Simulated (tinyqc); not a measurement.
# Thin-film transistor with exponential tail and deep states, accumulation layer, step by step

Computed by the program tinyqc: `OMP_NUM_THREADS=1 python tinyqc.py 2610036 2610037 out.jsonl`, one thread of a shared Intel Xeon 2.30GHz, about 0.02 s for the whole run. Printed values are rounded.

An undoped film in accumulation, thicker than the space-charge layer. With band bending psi the Fermi level lies E0 - psi below the band edge. Free electrons n = n0 exp(psi/Vt) carry the current; electrons in two exponential distributions of traps, a = a0 exp(psi/Va) and d = d0 exp(psi/Vp), do not. Linear regime, ohmic contacts, traps in equilibrium.

Values chosen for this exercise; values close to those of an organic semiconductor:
- T = 290 K (temperature)
- eps_r = 3.2 (relative permittivity of the semiconductor)
- Nc = 1.1e20 cm^-3 (density of extended states)
- mb = 2.5 cm^2/(V s) (band mobility)
- Nt = 9.5e19 cm^-3 (total density of tail states)
- Tt = 430 K (characteristic temperature of the tail)
- Nd = 3.2e17 cm^-3 (total density of deep states)
- Td = 980 K (characteristic temperature of the deep states)
- E0 = 0.41 eV (bulk Fermi level below the band edge)
- Ci = 12 nF/cm^2 (gate capacitance)
- WL = 20 (ratio W/L)
- Vd = 0.2 V (drain voltage)
- Vg = 20 V (gate voltage above flat band)

Constants: q = 1.602176634e-19 C, kB = 1.380649e-23 J/K, Vt = kB T/q, eps0 = 8.8541878128e-14 F/cm where lengths are in cm. Results are converted to the units shown.

Range of the model: The th form assumes a Fermi level far below the band edge; at the surface it overcounts the filled tail by a factor of about 1.3.

## Bulk densities

Va = kB Tt/q, Vp = kB Td/q; n0 = Nc exp(-E0/Vt), a0 = Nt th(T/Tt) exp(-E0/Va), d0 = Nd th(T/Td) exp(-E0/Vp), th(x) = pi x/sin(pi x).

Va = 0.0370545 V
Vp = 0.0844499 V
th(T/Tt) = 2.48215
n0 = 8.24497e12 cm^-3
a0 = 3.69132e15 cm^-3
d0 = 2.89159e15 cm^-3

## Iteration 1: surface potential by Newton steps

psi at the start = 0.46 V

Va = kB Tt/q, Vp = kB Td/q. G(psi) = sum over the three kinds of c0 [V (exp(psi/V) - 1) - psi], field F = sqrt(2 q G/(eps0 eps_r)); Vg = psi + eps0 eps_r F/Ci at the surface. f = psi + eps0 eps_r F/Ci - Vg, f' = 1 + q rho/(Ci F) with rho = sum c0 (exp(psi/V) - 1); psi(new) = psi - f/f'.

F = 7819.45 kV/cm
f = 165.086 V
f' = 2943.16
psi after iteration 1 = 0.403908 V

## Iteration 2: surface potential by Newton steps

As before.

F = 3293.89 kV/cm
f = 58.1765 V
f' = 1162.71
psi after iteration 2 = 0.353873 V

## Course of the iteration: surface potential by Newton steps

Stop when psi changes by less than 1e-10 V, or after 30 iterations. psi must stay between 0 and 5 V.

Course of the iteration:
```
iteration   psi (V)  |change| (V)
1          0.403908        0.0561
2          0.353873        0.0500
3          0.320694        0.0332
4          0.309321        0.0114
5          0.308277       1.04e-3
6          0.308269       7.91e-6
7          0.308269      4.49e-10
8          0.308269             0
```

Converged in 8 iterations. At the end the number of correct digits about doubles with each step.

## Free and total charge, current

psi_s = 0.308269 V

Va = kB Tt/q, Vp = kB Td/q. G(psi) = sum over the three kinds of c0 [V (exp(psi/V) - 1) - psi], field F = sqrt(2 q G/(eps0 eps_r)); Vg = psi + eps0 eps_r F/Ci at the surface. Total charge Q = Ci (Vg - psi_s); free charge Qf = q times the integral of n0 (exp(psi/Vt) - 1)/F over psi from 0 to psi_s; I = (W/L) mb Qf Vd; effective mobility mb Qf/Q.

surface densities (cm^-3): free 1.87697e18, tail 1.51434e19, deep 1.11289e17
Q = 236.301 nC/cm^2
Qf = 13.7405 nC/cm^2
effective mobility = 0.145371 cm^2/(V s)
I = 137.405 nA

5.81 % of the induced charge is free, against 11.0 % of the electrons right at the surface.
